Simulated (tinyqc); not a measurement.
What each parameter does: Wannier functions of a composite (isolated) pair of valence bands (bonds of an sp chain).

Each atom has a hybrid pointing left (<) and right (>). H(k): diagonal +V3 on A, -V3 on B; <A<|A>> = -V1a, <B<|B>> = -V1b, <A>|B<> = -V2, <B>|A<> = -V2p exp(ik); k in 1/a, Bloch sums with exp(ikR). The two lowest bands are filled. Trial functions in cell 0: g1 = cos(c) A> + sin(c) B<, and g2 = sin(c) B> + cos(c) A< of cell 1, whose Bloch vector has cos(c) exp(-ik) on A<. Projection A_mn = <psi_m|g_n>, S = A^+ A, Loewdin U = A S^(-1/2), Bloch-like states w_n = sum_m psi_m U_mn, H_W(k) = U^+ diag(E) U. P = sum_m |psi_m><psi_m| is free of phase choices, and S = g^+ P g, w = P g S^(-1/2).

Parameters, chosen for this exercise: V2 = 3.68 eV (coupling in the bond A-B inside the cell); V2p = 4.07 eV (coupling in the bond to the next cell); V1a = 1.39 eV (coupling of the two hybrids on A); V1b = 1.76 eV (the same on B); V3 = 1.86 eV (A at +V3, B at -V3); c = 35 degrees (trial bonds cos(c) on A, sin(c) on B); xb = 0.6 a (position of B (A at 0)).

N = 12: centres, total spread (point-like hybrids at R and R + xb) and H_12(0).

One parameter was then changed.

Results before and after:

| case | centre 1 (a) | centre 2 (a) | total spread (a^2) | H_12(0) (eV) |
|---|---|---|---|---|
| base | 0.4299 | 0.7195 | 0.1158 | -1.2419 |
| changed | 0.4300 | 0.7191 | 0.1176 | -1.3812 |

Which of these changes was made? (a) V2 = 4.08 eV; (b) V1b = 1.96 eV; (c) V1a = 1.59 eV; (d) V3 = 2.26 eV; (e) xb = 0.65 a; (f) V2p = 4.47 eV.

Answer: (b) V1b = 1.96 eV. Of the candidates, run in turn, only this one gives the changed row.

All candidates:

| case | centre 1 (a) | centre 2 (a) | total spread (a^2) | H_12(0) (eV) |
|---|---|---|---|---|
| base | 0.4299 | 0.7195 | 0.1158 | -1.2419 |
| V2 = 4.08 eV | 0.4193 | 0.7188 | 0.1176 | -1.2279 |
| V2p = 4.47 eV | 0.4308 | 0.7258 | 0.1158 | -1.2294 |
| V1a = 1.59 eV | 0.4284 | 0.7208 | 0.1174 | -1.2379 |
| V1b = 1.96 eV | 0.4300 | 0.7191 | 0.1176 | -1.3812 |
| V3 = 2.26 eV | 0.4514 | 0.7058 | 0.1061 | -1.3054 |
| xb = 0.65 a | 0.4653 | 0.7540 | 0.1207 | -1.2419 |

Computed by tinyqc, a small Python program: `OMP_NUM_THREADS=1 python tinyqc.py 1450014 1450015 out.jsonl` (the numbers bound the seed that draws the inputs); one thread of a shared host (Intel(R) Xeon(R) Processor @ 2.30GHz), about 0.2 s for the whole set of steps.
